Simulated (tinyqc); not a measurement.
What moves the results: trap in a gate oxide as a short-range spherical well. A value that a table varies takes the place of the one given here.

A spherical well of radius R and depth V0 below the conduction edge, one mass m, c = hbar^2/2m0. The s level at binding Et solves k cot(k R) = -kappa with k = sqrt(m (V0 - Et)/c), kappa = sqrt(m Et/c); it exists for V0 > Vc = c (pi/2R)^2/m. Outside, psi falls as exp(-kappa r)/r.

Lucovsky model (delta well, plane-wave final states, no local-field factor): sigma = (32 pi alpha c/(3 n_r m Et)) (x - 1)^(3/2)/x^3, x = h nu/Et, c = hbar^2/2m0; 1 angstrom^2 = 1e-16 cm^2.

Energies from the conduction edge of the channel. The trap level at depth x is E_T = dEc - Et - e Fox x (1 MV/cm = 0.01 eV/angstrom). An electron at the channel edge tunnels with the WKB exponent S = (4/3) sqrt(m/c) [dEc^(3/2) - (dEc - e Fox x)^(3/2)]/(e Fox), c = hbar^2/2m0; tau = t0 exp(S); the occupation is f = 1/(1 + exp((E_T - EF)/kB T)), tau_c = tau/f and tau_e = tau/(1 - f). Lattice relaxation is left out; a level below the channel edge needs phonons as well, so tau is then a lower bound, while a level above it can also empty elastically at its own energy, through a thinner barrier, faster than this tau.

Constants: hbar^2/2m0 = 3.80998211 eV angstrom^2; fine-structure constant alpha = 0.007297352564; kB = 8.617333262e-05 eV/K.

Parameters, chosen for this exercise (near those of SiO2 on Si; not measured data):
- R = 3.1 angstrom (radius of the well)
- m = 0.454 m0 (mass)
- fV = (1.03, 1.15, 1.3, 1.75, 2.08, 3.59, 5.81) (V0/Vc)
- n_r = 1.46 (refractive index)
- xs = (1.05, 1.27, 1.49, 1.82, 2.16, 3.27, 3.62, 8.8) (photon energies h nu/Et)
- dEc = 3.19 eV (conduction offset to the channel)
- Fox = 2.3 MV/cm (oxide field, lowering levels away from the channel)
- t0 = 2.1 x 1e-11 s (time constant at the interface)
- T = 300 K (temperature)
- EF = -0.05 eV (Fermi level above the channel edge)
- ds = (2, 5, 8, 11, 14, 17, 20) angstrom (depths)
- V0 = 7.31 eV (depth of the well)
- x = 14 angstrom (depth of the trap)

## From threshold to a deep level

Et against the depth at fixed R; near threshold Et = (pi^2/16)(V0 - Vc)^2/Vc.

Results:
```
V0/Vc  V0 (eV)   Et (eV)  threshold form (eV)  1/kappa (angstrom)  share outside
1.03     2.219  0.001170             0.001196                84.7          0.964
1.15     2.478   0.02696              0.02991                17.6          0.841
1.30     2.801   0.09833               0.1196                 9.2          0.722
1.75     3.771    0.4881               0.7476                 4.1          0.498
2.08     4.482    0.8818                1.550                 3.1          0.401
3.59     7.735     3.225                8.916                 1.6          0.200
5.81    12.519     7.316                30.75                 1.1          0.107
```

The threshold form holds to 10 % up to V0/Vc = 1.03 of those listed. There the state is mostly outside the well (96 % in the first row) and knows only Et, which is why a delta-well model works; more than half is inside from V0/Vc = 1.75 on. A second s level would need V0/Vc > 9.

## Neutral against charged centre

Et = 2.88750 eV

Lucovsky cross-section, its shape relative to the peak, and the shape of a hydrogen-like centre relative to threshold: x^-4 exp(4 - 4 atan(e)/e)/(1 - exp(-2 pi/e)), e = sqrt(x - 1).

Results:
```
x     h nu (eV)  sigma (1e-18 cm^2)  relative to peak  hydrogen-like
1.05      3.032               0.470             0.077          0.878
1.27      3.667                3.33             0.548          0.525
1.49      4.302                5.05             0.830          0.338
1.82      5.255                6.00             0.985          0.193
2.16      6.237                6.03             0.992          0.119
3.27      9.442                4.76             0.783          0.036
3.62     10.453                4.35             0.715          0.026
8.80     25.410                1.56             0.256          0.002
```

The short-range centre starts from zero, reaches half its peak at x = 1.24 and peaks at x = 2; in the last row it still has 26 % of the peak. The Coulomb centre is largest at threshold and is down to 0.2 % there. Reading the peak as the threshold would misplace the level by a factor 2, here 2.89 eV. Rows above the gap, about 9 eV, are hidden by band-to-band absorption.

## Depth of the trap

Each depth has its own level and time; the corner frequency is 1/(2 pi tau).

Results:
```
x (angstrom)  E_T (eV)      S  tau (s)  corner (Hz)      f
2                0.257   2.46  2.5e-10      6.5e+08  0.000
5                0.188   6.11  9.5e-09      1.7e+07  0.000
8                0.119   9.72  3.5e-07      4.5e+05  0.001
11               0.050  13.29  1.2e-05      1.3e+04  0.021
14              -0.019  16.82  0.00042      3.8e+02  0.235
17              -0.088  20.31    0.014           11  0.816
20              -0.157  23.75     0.43         0.37  0.985
```

tau spans 9.2 decades, one decade for each 1.89 angstrom at the start and 2.01 at the end, where the field has thinned the barrier. Traps spread evenly in depth are thus spread nearly evenly in ln tau; if levels near EF exist at every depth, this sums to 1/f noise and to charging that grows as ln t. With the single Et of this table only depths where f is neither 0 nor 1 contribute. The level crosses EF between 14 and 17 angstrom.

## What each parameter does

Et from the well, then the level and the time. Each row changes one parameter from the base and keeps the others.

Results:
```
case             Et (eV)  E_T (eV)  log10 tau (s)  ln(tau_c/tau_e)
base               2.887    -0.019          -3.37              1.2
x = 16 angstrom    2.887    -0.065          -2.36             -0.6
Fox = 3.3 MV/cm    2.887    -0.159          -3.46             -4.2
dEc = 2.93 eV      2.887    -0.279          -3.69             -8.9
m = 0.499 m0       3.153    -0.285          -3.02             -9.1
V0 = 7.68 eV       3.181    -0.313          -3.37            -10.2
T = 350 K          2.887    -0.019          -3.37              1.0
EF = 0 eV          2.887    -0.019          -3.37             -0.8
```

The largest shifts from the base row, up to three for each result and ties (the steps differ in size, so this ranks the rows, not the parameters). Et (eV): V0 +0.293, m +0.266; unchanged at the printed digits by x, Fox, dEc, T and EF. E_T (eV): V0 -0.293, m -0.266, dEc -0.260; unchanged at the printed digits by T and EF. log10 tau (s): x +1.01, m +0.35, dEc -0.32; unchanged at the printed digits by V0, T and EF. ln(tau_c/tau_e): V0 -11.3, m -10.3, dEc -10.1.

tinyqc: `OMP_NUM_THREADS=1 python tinyqc.py 1280357 1280358 out.jsonl`; about 0.01 s, one thread, shared Intel(R) Xeon(R) Processor @ 2.30GHz.
